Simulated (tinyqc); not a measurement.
## Field from the transmission

Inverse problem. The left lead has its band edge at 0; for x > 0 the edge falls without end, U(x) = U0 - F x, with mass m1. No transverse momentum; C = hbar^2/(2 m0); psi and psi'/m are continuous at x = 0. The outgoing solution is Bi(z) + i Ai(z). Energy scale e = (C F^2/m1)^(1/3), z(x) = (U(x) - E)/e, s = (dz/dx)/m1 = -F/(e m1); v = k/m in a lead. With the Airy functions at z = z(0): g = s (Bi' + i Ai')/(Bi + i Ai), r = (i vL - g)/(i vL + g), T(E) = 1 - |r|^2 = 4 vL Im(g)/|i vL + g|^2, vL = sqrt(mL E/C)/mL. Find F, known to lie between 0.012 and 0.2 V/nm, and z(0).

Inputs (values chosen for the exercise): mass in the left lead mL = 0.051 m0; barrier edge at x = 0 U0 = 1.2 eV; mass in the barrier m1 = 0.13 m0; electron energy E = 0.699 eV.

Constants: q = 1.602176634e-19 C, hbar = 1.054571817e-34 J s, m0 = 9.1093837015e-31 kg, hbar^2/(2 m0) = 0.0380998212 eV nm^2. Results are converted to the units shown.

T(E) = 2.9821807e-8

Solution. Over that range T(E) rises steadily with F, so there is one root, found by bisection.

F = 0.0490 V/nm
z(0) = 5.63

Program tinyqc, `OMP_NUM_THREADS=1 python tinyqc.py 2580102 2580103 out.jsonl`; Intel Xeon 2.30GHz, shared host, one thread, about 0.01 s.
